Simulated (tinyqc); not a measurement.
Order-disorder in a binary alloy on two sublattices: Bragg-Williams and pair (quasi-chemical) approximations: one step, computed by the program tinyqc.

All z = 8 neighbours of a site lie on the other sublattice. B fills the sublattices with x + eta/2 and x - eta/2; energies are per site, from the pure components: u = -z w y with y the probability of an A-B bond taken in one order.

Problem. Critical temperatures. Bragg-Williams: k_B T_c = 2 z w x (1 - x). Pair approximation at x = 1/2: k_B T_c = w/ln(z/(z - 2)).

Inputs (values chosen for the exercise, for a model alloy): ordering energy w = (e_AA + e_BB)/2 - e_AB = 22.3 meV; fraction x of B = 0.37.

Lattice: bcc (B2 order, z = 8).

Constants: k_B = 8.617333262e-05 eV/K.

Give: T_c, Bragg-Williams; T_c, pair approximation at x = 1/2.

Solution.

T_c, Bragg-Williams = 965.15 K

T_c, pair approximation at x = 1/2 = 899.54 K

At x = 1/2 the pair value is 0.869 of the Bragg-Williams one; the ratio tends to 1 as z grows.
